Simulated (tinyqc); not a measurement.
# On-chip interconnect, size-dependent resistivity and RC delay: course in time

A rectangular line between two neighbours and two ground planes. Surface and grain-boundary scattering are added to the bulk resistivity as corrections; capacitances are parallel-plate values without fringing; inductance is ignored.

6 equal pi sections: series Rs = r Lw/6; node capacitances c Lw/6, halved at nodes 0 and 6, with Cl added to node 6; Rd feeds node 0. Elmore delay of node k: the sum, over the resistors on the path to k, of resistance times all capacitance downstream of it.

A 1 V step is applied behind Rd at t = 0. C dv/dt = -G v + b, with G the conductance matrix of the ladder (1/Rs between neighbours, 1/Rd added at node 0) and b = (1 V/Rd, 0, ...). Trapezoidal step: (C/dt + G/2) v(new) = (C/dt - G/2) v + b. The last column solves the same ladder exactly by its modes.

Values chosen for this exercise:
- Rd = 11000 ohm (driver resistance)
- dt = 94 ps (time step)

Rs = 195.201 ohm
C, node 0 to 6 (fF): 2.88028  5.76055  5.76055  5.76055  5.76055  5.76055  5.18028

Voltages (V):
```
t (ps)   node 0   node 3   node 6  node 6, exact
94.000  0.26258  0.19584  0.17195        0.18562
188.00  0.35651  0.36271  0.36122        0.34862
282.00  0.53380  0.48532  0.47156        0.47900
376.00  0.58466  0.59419  0.59175        0.58329
470.00  0.70653  0.67028  0.66296        0.66670
564.00  0.73076  0.74188  0.73890        0.73341
658.00  0.81647  0.78850  0.78521        0.78677
752.00  0.82438  0.83608  0.83284        0.82945
846.00  0.88636  0.86410  0.86328        0.86359
940.00  0.88444  0.89613  0.89284        0.89089
1034.0  0.93073  0.91247  0.91311        0.91273
1128.0  0.92302  0.93438  0.93118        0.93020
```

What does the comparison show?

The far end of the ladder reaches 0.5 V at 299.3 ps, 0.699 of its Elmore delay (ln 2 = 0.693 for a single pole); the slowest mode has a time constant of 420.9 ps. The largest error of the trapezoidal steps at that node is 14 mV. Node 0 swings up and down from step to step: the trapezoidal rule does not damp modes much faster than dt, so these swings are numerical.

Computed by the program tinyqc: `OMP_NUM_THREADS=1 python tinyqc.py 2100079 2100080 out.jsonl`, one thread of a shared Intel Xeon 2.30GHz, about 0.01 s for the whole run.
